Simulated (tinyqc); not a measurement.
## Gate sheet resistance from two finger widths

Inverse problem. At low frequency R = Rsh Wf/(3 L) + B/Wf, where B collects the channel and vertical terms. Find Rsh, B and the width of lowest R.

Inputs (values chosen for the exercise): channel length L = 0.43 um.

input resistance of single fingers, contacted at one end, of width 0.97 and 9.9 um (ohm): [56.991968, 39.787409]

Answer. R Wf is a straight line in Wf^2; the minimum of R lies where both terms are equal.

Rsh = 4.50 ohm/square
B = 52.0 ohm um
width of lowest R = 3.86 um

tinyqc, about 0.01 s, one thread, Intel Xeon 2.30GHz (shared host): `OMP_NUM_THREADS=1 python tinyqc.py 2262058 2262059 out.jsonl`
